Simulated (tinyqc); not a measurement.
Worked calculation: alloy A(1-x)B(x) by interpolation with bowing. Values are carried at full precision from step to step, so a last printed digit may differ when a step is redone from the rounded ones.

Each gap follows E(x) = (1 - x) E_A + x E_B - C x (1 - x); the lattice constant follows Vegard, a(x) = (1 - x) a_A + x a_B.

Constants: hc = 1239.841984 eV nm; kB = 8.617333262e-05 eV/K.

Values chosen for the exercise (A near Ge, B near Si; not measured data): a = (5.65, 5.432) angstrom (lattice constant of A, B); x = 0.25 (fraction of B); Eg = (0.899, 4.213) eV (gap at Gamma to the s-like level of A, B); EgX = (0.937, 1.185) eV (gap to the lowest valley along Gamma-X of A, B); EgL = (0.749, 2.081) eV (gap to L of A, B); C = (0.215, 0.195, 0) eV (bowing of the Gamma, X and L gaps); Dso = (0.294, 0.044) eV (spin-orbit splitting of A, B); Ep = (26.2, 21.9) eV (Kane energy of A, B); me = (0.0381, 0.2006) m0 (electron mass at Gamma of A, B); Cs = 0 eV (bowing of Dso); md = (0.0721, 0.94, 0.56) m0 (density-of-states masses of Gamma, all X and all L valleys); T = 300 K (temperature).

## Gaps and lattice constant at x

Also give the wavelength hc/E of the lowest gap.

a(x) = 5.5955 angstrom

linear parts (eV): Gamma 1.7275, X 0.9990, L 1.0820

bowing terms C x (1 - x) (eV): Gamma 0.0403, X 0.0366, L 0.0000

gaps (eV): Gamma 1.6872, X 0.9624, L 1.0820

wavelength of the lowest gap = 1288.2 nm

The lowest valley is X, so the gap is indirect; the next, L, lies 120 meV higher.

## Where the valleys cross

The difference of two gaps is a quadratic q2 x^2 + q1 x + q0 with q2 = C_i - C_j, q1 = (E_B - E_A - C)_i - (E_B - E_A - C)_j, q0 = E_A,i - E_A,j; give its roots between 0 and 1 (a dash: none).

Crossings:

| pair | q2 | q1 | q0 | first root | second root |
|---|---|---|---|---|---|
| Gamma-X | 0.020 | 3.046 | -0.038 | 0.0125 | - |
| Gamma-L | 0.215 | 1.767 | 0.150 | - | - |
| X-L | 0.195 | -1.279 | 0.188 | 0.1504 | - |

The lowest valley changes at x = 0.150 (L to X, gap 0.949 eV). The other crossings lie above the lowest valley.

## Electron mass of the alloy

Mass at Gamma from the Kane formula 1/m = F + Ep (Eg + 2 Dso/3)/(Eg (Eg + Dso)). F is fixed by the masses of A and B and interpolated linearly, as is Ep; Eg and Dso carry their bowing.

Compare with the linear interpolation of the masses.

F of A, B: -0.5028  -0.1952

Ep, Eg, Dso at x (eV): 25.1250  1.6872  0.2315

m(x) from the Kane formula = 0.0721 m0
m(x) linear = 0.0787 m0

The Kane value lies 8.4 % below the linear one. The Gamma valley is not the lowest at this x.

## Shares of the electrons in the valleys

Non-degenerate: n_i proportional to md_i^(3/2) exp(-E_i/kT).

md^(3/2): Gamma 0.0194, X 0.9114, L 0.4191

(E - E_min)/kT: Gamma 28.03, X 0.00, L 4.62

shares: Gamma 0.000, X 0.996, L 0.004

X holds most electrons (99.6 %).

## Checks

- The Gamma and X gaps at their crossing x = 0.0125 (eV): both 0.9377.
- The X and L gaps at their crossing x = 0.1504 (eV): both 0.9494.

Run: tinyqc, `OMP_NUM_THREADS=1 python tinyqc.py 1080330 1080331 out.jsonl`; Intel(R) Xeon(R) Processor @ 2.30GHz, one thread, shared host; about 0.01 s of CPU time with all checks.
